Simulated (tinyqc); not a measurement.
What each parameter does: ellipsoidal valleys in the axes of a wafer and a channel.

Valleys with axes a along x, y and z, two valleys each; inverse mass tensor w = 1/mt + (1/ml - 1/mt) a a. Device axes: z = nz/|nz|, x = nx/|nx|, y = z cross x; in them a = (ax, ay, az). Confinement mass mz = 1/w_zz. In the plane w_ij is replaced by u_ij = w_ij - w_iz w_jz/w_zz (i, j = x, y); density-of-states mass md = 1/sqrt(det u); conductivity mass along x mc = 1/u_xx; ballistic transport mass mx = u_yy/det u, width mass my = 1/u_yy.

Hard walls: E_n = c (n pi/t)^2/mz, c = hbar^2/2m0, n = 1, 2, 3. Non-degenerate share of a valley proportional to md sum_n exp(-E_n/kT); mean 1/mc = sum of share/mc. 1 nm = 10 angstrom.

Constants: hbar^2/2m0 = 3.80998211 eV angstrom^2; kB = 8.617333262e-05 eV/K.

Inputs chosen for the exercise (near those of the Delta valleys of Si; the results hold for these values, not for the real material):
```
symbol  value      unit  meaning
ml      0.911      m0    longitudinal mass
mt      0.186      m0    transverse mass
nz      (2, 1, 0)        surface normal (confinement)
nx      (0, 0, 1)        channel direction
t       3.6        nm    thickness of the film
T       77         K     temperature
```

Lowest E1, its share and the mean conductivity mass.

Results for these values:
```
case  lowest E1 (meV)   share  mean mc (m0)
base            56.68  1.0000        0.1860
```

What happens to each result for mt = 0.167 m0, all else kept?

Answer: lowest E1 rises from 56.68 to 60.23; share does not change at the printed digits; mean mc falls from 0.1860 to 0.1670.

The same for each parameter in turn:
```
case           lowest E1 (meV)   share  mean mc (m0)
base                     56.68  1.0000        0.1860
ml = 1.002 m0            54.36  1.0000        0.1860
mt = 0.167 m0            60.23  1.0000        0.1670
t = 3.96 nm              46.84  0.9999        0.1860
T = 84.7 K               56.68  0.9999        0.1860
```

Computed by tinyqc, a small Python program: `OMP_NUM_THREADS=1 python tinyqc.py 1880211 1880212 out.jsonl` (the numbers bound the seed that draws the inputs); one thread of a shared host (Intel(R) Xeon(R) Processor @ 2.30GHz), about 0.01 s for the whole set of steps.
